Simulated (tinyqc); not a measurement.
Decay of LO phonons and the hot-phonon bottleneck in the cooling of electrons: one step, computed by the program tinyqc.

n(E, T) = 1/(exp(E/(k_B T)) - 1) is the Bose occupation. Electrons have a temperature T_e; the LO modes within their reach share one occupation N; the decay products stay at the lattice temperature.

Question. Spontaneous emission time. Froehlich coupling alpha = (e^2/(4 pi eps_0)) (1/eps_inf - 1/eps_s) k_0/(2 hbar omega), k_0 = sqrt(m* hbar omega/(hbar^2/(2 m_0))); emission time tau_sp = hbar/(2 alpha hbar omega); bottleneck ratio r = (n/N_m) tau/tau_sp.

Inputs (values chosen for the exercise, modelled on gallium oxide):
```
quantity                                             value    unit
LO energy hbar omega                                    45     meV
lattice temperature T                                   77       K
electron mass m*                                     0.285     m_0
eps_inf                                               3.71       -
static dielectric constant eps_s                      10.3       -
electron density n                                 7.3e+17  1/cm^3
density of LO modes that the electrons reach, N_m  6.8e+19  1/cm^3
```

Decay channel: two unequal phonons (Ridley).

phonon lifetime tau = 1.837458 ps

Constants: e^2/(4 pi eps_0) = 14.39964548 eV angstrom; hbar^2/(2 m_0) = 3.80998212 eV angstrom^2; hbar = 6.582119569e-16 eV s.

Give: alpha; emission time tau_sp; bottleneck ratio r.

Answer.

alpha = 1.601

emission time tau_sp = 4.568 fs

bottleneck ratio r = 4.318

r compares the rate at which electrons exchange quanta with a mode to its decay rate. Exchange outruns decay, so a hot population builds up if the power is high enough. Caution: alpha is above 1/2, so hbar/tau_sp exceeds hbar omega and the emission time, a weak-coupling result, is only rough.
